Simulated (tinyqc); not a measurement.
Tunnelling through a two-layer gate stack, WKB transmission and Tsu-Esaki current: two steps of the calculation.

Electrons leave the emitter at x = 0. Energies E (motion across the layers) are in eV from the emitter Fermi level; the collector Fermi level lies at -V and offers states at every E. No charge in the dielectric and no image force: F1 = V/(t1 + t2 eps1/eps2), F2 = F1 eps1/eps2; U = phi1 - F1 x in layer 1 and phi2 - F1 t1 - F2 (x - t1) in layer 2. With C = hbar^2/(2 m0), kappa = sqrt(m (U - E)/C) where U > E and 0 elsewhere; T(E) = exp(-S), S = 2 times the integral of kappa over x.

Parameters, values chosen for the exercise; layer 1 close to silicon dioxide, layer 2 close to hafnium oxide:
- phi1 = 3.08 eV (barrier of layer 1 above the emitter Fermi level at zero bias)
- m1 = 0.52 m0 (tunnelling mass of layer 1)
- t1 = 0.5 nm (thickness of layer 1)
- eps1 = 3.84 (relative permittivity of layer 1)
- phi2 = 1.44 eV (barrier of layer 2 at zero bias)
- m2 = 0.2 m0 (tunnelling mass of layer 2)
- t2 = 1.3 nm (thickness of layer 2)
- eps2 = 23.1 (relative permittivity of layer 2)
- V = 0.7 V (voltage across the dielectric)
- E = 0 eV (energy of the electron followed)
- nc = 6 (cells in each layer)

Constants: q = 1.602176634e-19 C, hbar = 1.054571817e-34 J s, m0 = 9.1093837015e-31 kg, hbar^2/(2 m0) = 0.0380998212 eV nm^2. Results are converted to the units shown.

Problem 1. WKB exponent by the midpoint rule. Cut each layer into nc equal cells, take U and kappa at the cell centres, and sum S = 2 sum kappa h.

Wanted: x; U; kappa; S; T(E).

Solution 1.

```
cell  x (nm)  U (eV)  kappa (1/nm)
0     0.0417  3.0393        6.4406
1     0.1250  2.9578        6.3537
2     0.2083  2.8764        6.2656
3     0.2917  2.7949        6.1762
4     0.3750  2.7134        6.0855
5     0.4583  2.6320        5.9935
6     0.6083  0.9336        2.2138
7     0.8250  0.8984        2.1717
8     1.0417  0.8632        2.1287
9     1.2583  0.8280        2.0848
10    1.4750  0.7928        2.0400
11    1.6917  0.7576        1.9942
```

S = 11.694
T(E) = 8.3469e-6

Problem 2. WKB exponent in closed form. Each layer adds (2/F) sqrt(m/C) [G(u at its left edge) - G(u at its right edge)] to S, with u = U - E (0 where negative) and G(u) = (2/3) u^1.5. The slope follows from 1/d = -dS/dE.

Find: S; T(E); energy d over which T(E) grows by a factor e.

Solution 2.

S = 11.69
T(E) = 8.348e-6
energy d over which T(E) grows by a factor e = 0.2302 eV

The midpoint rule gives S = 11.694, so its T(E) is 0.015 % below this value. The band edge stays above E through the whole stack: direct tunnelling through a trapezoid.

tinyqc, about 0.03 s, one thread, Intel Xeon 2.30GHz (shared host): `OMP_NUM_THREADS=1 python tinyqc.py 2540035 2540036 out.jsonl`
